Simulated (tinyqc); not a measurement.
Ellipsometry and reflectance of a transparent film on an absorbing substrate: one step of the calculation.

Air (index 1), film, substrate with N2 = n2 - i k2; time factor exp(+i w t). q_j = sqrt(N_j^2 - sin^2 th), root with positive real part. Fresnel coefficients r_s = (q_a - q_b)/(q_a + q_b), r_p = (N_b^2 q_a - N_a^2 q_b)/(N_b^2 q_a + N_a^2 q_b). tan(Psi) exp(i Delta) = R_p/R_s, Delta taken from 0 to 360 degrees.

Task. Interface coefficients and thickness period. q0, q1, q2 and the coefficients r01 and r12 for p and s; the results repeat in d with the period lam/(2 q1).

Parameters, values chosen for the exercise; indices close to those of a porous low-k film on silicon: wavelength lam = 405 nm; angle of incidence th = 75 degrees; index of the transparent film n1 = 1.29; index of the substrate n2 = 5.42; extinction coefficient of the substrate k2 = 0.329.

Find: q0; q1; q2; r01,p; r01,s; r12,p; r12,s; period.

Result.

q0 = 0.2588
q1 = 0.8550
q2 = 5.334-0.334i
r01,p = -0.3300
r01,s = -0.5353
r12,p = 0.4788-0.0226i
r12,s = -0.7245+0.0149i
period = 236.8 nm

Program tinyqc, `OMP_NUM_THREADS=1 python tinyqc.py 2870135 2870136 out.jsonl`; Intel Xeon 2.30GHz, shared host, one thread, about 0.01 s.
